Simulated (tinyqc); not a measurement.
Carrier lifetime of an n-type layer with SRH, radiative, Auger and surface recombination: one step of the calculation.

Uniform excess density dn = dp (no trapping), n = n0 + dn, p = p0 + dn, Boltzmann statistics, full ionisation. Surfaces enter as a rate 2 S dn/d, which holds while diffusion to them is fast.

Task. Lifetime, shares and quasi-Fermi splitting. With e = n p - ni^2 = dn (n0 + p0 + dn): U_SRH = e/(tp0 (n + n1) + tn0 (p + p1)), U_rad = B e, U_Aug = (Cn n + Cp p) e, U_s = 2 S dn/d. tau = dn/U, shares of U, splitting Vt ln(n p/ni^2), radiative efficiency U_rad/U.

Parameters, values chosen for the exercise; band and dielectric values close to those of silicon:

| symbol | value | unit | meaning |
|---|---|---|---|
| T | 250 | K | temperature |
| B | 4.67e-15 | cm^3/s | radiative coefficient |
| Cn | 1.8e-31 | cm^6/s | Auger coefficient (two electrons) |
| Cp | 6.3e-32 | cm^6/s | Auger coefficient (two holes) |
| S | 200 | cm/s | surface recombination velocity (both faces) |
| d | 5 | um | sample thickness |

Constants: q = 1.602176634e-19 C, kB = 1.380649e-23 J/K, Vt = kB T/q. Results are converted to the units shown.

converged dn = 2.5319335e14 cm^-3
ni = 6.5887863e7 cm^-3
n0 = 4.2e16 cm^-3
p0 = 0.10336215 cm^-3
n1 = 1.6172135e5 cm^-3
p1 = 2.6843768e10 cm^-3
tn0 = 1.6534392e-5 s
tp0 = 1.8896447e-6 s

Give: tau; shares; quasi-Fermi splitting.

Result.

tau = 7.6725e-7 s
shares (%): SRH 38.580, radiative 0.015, Auger 0.025, surface 61.380
quasi-Fermi splitting = 0.76351 V

Surface recombination takes the largest share. dn is 0.0060 times the doping: low injection.

Program tinyqc, `OMP_NUM_THREADS=1 python tinyqc.py 2300130 2300131 out.jsonl`; Intel Xeon 2.30GHz, shared host, one thread, about 0.01 s.
